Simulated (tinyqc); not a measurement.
Worked calculation: Pariser-Parr-Pople SCF with singles CI, for the molecule C=C(C=N)C=CCl (SMILES; centres numbered as the heavy atoms are written). One step of it, computed by the program tinyqc.

Task: Iteration 3: orbitals and new P. Diagonalise F (the basis is taken as orthonormal) and form P = 2 sum c c over the lowest orbitals.

F (eV), lower triangle:
```
            1C         2C         3C         4N         5C         6C         7Cl
1C   -5.789178
2C   -5.652586  -5.813763
3C   -0.310231  -3.671845  -4.788803
4N    0.576689   0.089213  -6.003103  -8.148477
5C    0.186941  -3.783370  -0.052377   0.172251  -5.804058
6C    0.633146  -0.047331   0.121263  -0.005094  -5.741241  -5.490142
7Cl  -0.194594   0.069075  -0.010818  -0.025875   0.648583  -2.759844  -13.137932
```

pi electrons, sum of z_r less the charge = 8

Give: orbital energies; P after iteration 3.

Result:

orbital energies (eV): -14.761  -14.005  -12.025  -9.933  -1.568  0.368  2.951

P after iteration 3, lower triangle:
```
         1C      2C      3C      4N      5C     6C    7Cl
1C    0.980
2C    0.875   1.005
3C    0.118   0.330   0.763
4N   -0.304  -0.034   0.905   1.290
5C   -0.073   0.351   0.015  -0.063   1.084
6C   -0.332   0.021  -0.051   0.002   0.901  0.946
7Cl   0.111  -0.031   0.008   0.009  -0.218  0.267  1.931
```
